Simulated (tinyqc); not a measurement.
Empirical pseudopotential in a few plane waves, step by step. One step of it, computed by the program tinyqc.

Question. Levels at G. Diagonalise the Hermitian matrix.

H(k) at G (eV), lower triangle (Hermitian):
```
                     +0+0+0               -1-1-1               -1-1+1               -1+1-1
+0+0+0             0.000000
-1-1-1   1.837549-0.711930i            12.328015
-1-1+1  -1.837549-0.711930i   0.000000+0.653073i            12.328015
-1+1-1  -1.837549-0.711930i   0.000000+0.653073i             0.081634            12.328015
-1+1+1  -1.837549+0.711930i            -0.081634   0.000000+0.653073i   0.000000+0.653073i
+1-1-1  -1.837549-0.711930i   0.000000+0.653073i             0.081634             0.081634
+1-1+1  -1.837549+0.711930i            -0.081634   0.000000+0.653073i             0.000000
+1+1-1  -1.837549+0.711930i            -0.081634             0.000000   0.000000+0.653073i
+1+1+1   1.837549+0.711930i             0.000000            -0.081634            -0.081634
-2+0+0   0.000000-0.653073i  -1.837549+0.711930i  -1.837549-0.711930i  -1.837549-0.711930i
+0-2+0   0.000000-0.653073i  -1.837549+0.711930i  -1.837549-0.711930i   0.615723-0.355965i
+0+0-2   0.000000-0.653073i  -1.837549+0.711930i   0.615723-0.355965i  -1.837549-0.711930i
+0+0+2   0.000000+0.653073i  -0.615723-0.355965i   1.837549+0.711930i  -0.615723+0.355965i
+0+2+0   0.000000+0.653073i  -0.615723-0.355965i  -0.615723+0.355965i   1.837549+0.711930i
+2+0+0   0.000000+0.653073i  -0.615723-0.355965i  -0.615723+0.355965i  -0.615723+0.355965i

                     -1+1+1               +1-1-1               +1-1+1               +1+1-1
-1+1+1            12.328015
+1-1-1             0.000000            12.328015
+1-1+1             0.081634   0.000000+0.653073i            12.328015
+1+1-1             0.081634   0.000000+0.653073i             0.081634            12.328015
+1+1+1   0.000000+0.653073i            -0.081634   0.000000+0.653073i   0.000000+0.653073i
-2+0+0   1.837549-0.711930i   0.615723-0.355965i  -0.615723-0.355965i  -0.615723-0.355965i
+0-2+0  -0.615723-0.355965i  -1.837549-0.711930i   1.837549-0.711930i  -0.615723-0.355965i
+0+0-2  -0.615723-0.355965i  -1.837549-0.711930i  -0.615723-0.355965i   1.837549-0.711930i
+0+0+2  -1.837549+0.711930i  -0.615723+0.355965i  -1.837549+0.711930i   0.615723+0.355965i
+0+2+0  -1.837549+0.711930i  -0.615723+0.355965i   0.615723+0.355965i  -1.837549+0.711930i
+2+0+0   0.615723+0.355965i   1.837549+0.711930i  -1.837549+0.711930i  -1.837549+0.711930i

                     +1+1+1     -2+0+0     +0-2+0     +0+0-2
+1+1+1            12.328015
-2+0+0  -0.615723+0.355965i  16.437354
+0-2+0  -0.615723+0.355965i   0.081634  16.437354
+0+0-2  -0.615723+0.355965i   0.081634   0.081634  16.437354
+0+0+2  -1.837549-0.711930i  -0.081634  -0.081634   0.000000
+0+2+0  -1.837549-0.711930i  -0.081634   0.000000  -0.081634
+2+0+0  -1.837549-0.711930i   0.000000  -0.081634  -0.081634

           +0+0+2     +0+2+0     +2+0+0
+0+0+2  16.437354
+0+2+0   0.081634  16.437354
+2+0+0   0.081634   0.081634  16.437354
```

Give: eigenvalues.

Answer.

eigenvalues (eV): -2.971  8.755  8.755  8.755  9.681  12.491  12.491  12.491  15.027  16.274  16.274  19.685  19.685  19.685  20.173
